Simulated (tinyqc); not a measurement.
# Surface potential of a MOS transistor: implicit equation and explicit approximations: two studies

p-type body, charge-sheet picture, depletion and inversion only, full ionisation (an idealisation for deep acceptors), Boltzmann statistics (rough once Na exp(x - xn) passes about Nc/7). In units of Vt: xg = (Vg - Vfb)/Vt, x = psi/Vt, G = gamma/sqrt(Vt), xn = (2 phiF + Vc)/Vt. The implicit equation is (xg - x)^2 = G^2 [x - 1 + exp(x - xn)] for x above about 3. Cox = eps0 eox/tox.

Values chosen for this exercise; band and dielectric values close to those of silicon:
```
symbol,value,unit,meaning
T,400,K,temperature
Eg,1.11,eV,band gap
eps_r,11.7,,relative permittivity
Nc,4.25e19,cm^-3,conduction-band density of states at T
Nv,4.05e19,cm^-3,valence-band density of states at T
eox,25.5,,relative permittivity of the gate insulator (close to zirconium oxide)
tox,7.8,nm,insulator thickness
Na,5.3e16,cm^-3,acceptor density
Vfb,-0.86,V,flat-band voltage
Vc,1,V,channel-body voltage
Vg,1.36,V,gate-body voltage
```

Constants: q = 1.602176634e-19 C, kB = 1.380649e-23 J/K, Vt = kB T/q, eps0 = 8.8541878128e-14 F/cm where lengths are in cm. Results are converted to the units shown.

Each table varies one quantity; the others keep the values above.

## Accuracy of the approximations against gate voltage

ni = sqrt(Nc Nv) exp(-Eg/(2 Vt)), Eg in volts; phiF = Vt ln(Na/ni); gamma = sqrt(2 q eps0 eps_r Na)/Cox; VT = Vfb + Vt (xn + G sqrt(xn - 1)). Depletion value a = 1 + [sqrt(G^2/4 + xg - 1) - G/2]^2; inversion value b = xn + ln[(xg - xn)^2/G^2 - xn + 1] and first guess y = min(a, b) - ln(1 + exp(-|a - b|)) if a > xn + 1, else b = y = a; one second-order correction with D = exp(y - xn), p = 2 (xg - y) + G^2 (1 + D), w = (xg - y)^2 - G^2 (y - 1 + D): z = y + 2 w/(p + sqrt(p^2 - 2 (2 - G^2 D) w)), or the Newton step z = y + w/p where the root is not real. N_inv = (Cox Vt G/q) [sqrt(x - 1 + exp(x - xn)) - sqrt(x - 1)] at the root. Lambert form (Cox m Vt/q) W0[(G/(2 m sqrt(xn - 1))) exp((Vg - VT)/(m Vt))], m = 1 + G/(2 sqrt(xn - 1)). Errors under 1e-4 mV, and the linear form below VT, are printed as 0.

Accuracy of the approximations against gate voltage:

| Vg (V) | psi (V) | x - xn | error of y (mV) | error of z (mV) | N_inv (cm^-2) | Cox (Vg - VT)/q (cm^-2) | Lambert form (cm^-2) |
|---|---|---|---|---|---|---|---|
| 0.45 | 1.259 | -11.35 | 0 | 0 | 1.510e5 | 0 | 1.297e5 |
| 0.65 | 1.455 | -5.666 | 2.25e-3 | 0 | 4.144e7 | 0 | 3.874e7 |
| 0.85 | 1.651 | 0.01279 | 0.615 | 0 | 1.131e10 | 1.942e10 | 1.137e10 |
| 1.05 | 1.807 | 4.545 | 30.6 | -7.18 | 7.524e11 | 3.633e12 | 8.727e11 |
| 1.25 | 1.876 | 6.551 | 47.6 | 20.1 | 3.095e12 | 7.246e12 | 3.590e12 |
| 1.45 | 1.914 | 7.653 | 35.8 | 12.7 | 6.011e12 | 1.086e13 | 6.798e12 |
| 1.65 | 1.940 | 8.397 | 28.6 | 8.67 | 9.154e12 | 1.447e13 | 1.016e13 |
| 1.85 | 1.959 | 8.953 | 23.9 | -6.12 | 1.241e13 | 1.809e13 | 1.359e13 |
| 2.05 | 1.975 | 9.396 | 20.6 | -2.61 | 1.575e13 | 2.170e13 | 1.706e13 |

What does the comparison show?

psi rises from 1.26 to 1.97 V and ends 9.4 Vt above 2 phiF + Vc. Among the rows the first guess is off by at most 48 mV (at Vg = 1.25 V) and the corrected value by at most 20 mV. In the last row the linear form is 38 % above N_inv and the Lambert form 8.3 % above it; in the first row the Lambert form is 14 % below it. For Vg = 1.25, 1.45, 1.65, 1.85, 2.05 the electron quasi-Fermi level lies less than 2 Vt below the band edge at the surface, or above it, where degeneracy and confinement, left out, matter.

## Effect of the channel-body voltage at fixed gate voltage

Same model as above.

Results:

| Vc (V) | psi (V) | x - xn | error of y (mV) | error of z (mV) | N_inv (cm^-2) | Cox (Vg - VT)/q (cm^-2) | Lambert form (cm^-2) |
|---|---|---|---|---|---|---|---|
| 0 | 0.9933 | 9.941 | 17.0 | -1.17 | 2.135e13 | 2.770e13 | 2.312e13 |
| 0.2 | 1.182 | 9.606 | 19.1 | -1.89 | 1.787e13 | 2.399e13 | 1.945e13 |
| 0.4 | 1.368 | 9.209 | 21.9 | -3.57 | 1.444e13 | 2.029e13 | 1.582e13 |
| 0.6 | 1.551 | 8.722 | 25.7 | 7.24 | 1.106e13 | 1.660e13 | 1.224e13 |
| 0.8 | 1.730 | 8.093 | 31.4 | 10.2 | 7.781e12 | 1.291e13 | 8.731e12 |
| 1.2 | 2.051 | 5.816 | 50.0 | 21.1 | 1.875e12 | 5.557e12 | 2.182e12 |
| 1.4 | 2.145 | 2.749 | 5.94 | -5.97e-3 | 1.447e11 | 1.884e12 | 1.545e11 |

Estimate the missing row, Vc = 1 V.

Computed row:

| Vc (V) | psi (V) | x - xn | error of y (mV) | error of z (mV) | N_inv (cm^-2) | Cox (Vg - VT)/q (cm^-2) | Lambert form (cm^-2) |
|---|---|---|---|---|---|---|---|
| 1 | 1.900 | 7.219 | 40.5 | 15.6 | 4.660e12 | 9.234e12 | 5.327e12 |

With this row back in the table: As Vc goes from 0 to 1.4, psi rises from 0.993 to 2.15 V, x - xn falls from 9.94 to 2.75 and N_inv falls from 2.14e13 to 1.45e11 cm^-2. The Lambert form lies between 1.07 and 1.16 times N_inv. For Vc = 0, 0.2, 0.4, 0.6, 0.8, 1, 1.2 the electron quasi-Fermi level lies less than 2 Vt below the band edge at the surface, or above it, where degeneracy and confinement, left out, matter.

Program tinyqc, `OMP_NUM_THREADS=1 python tinyqc.py 2122028 2122029 out.jsonl`; Intel Xeon 2.30GHz, shared host, one thread, about 0.01 s.
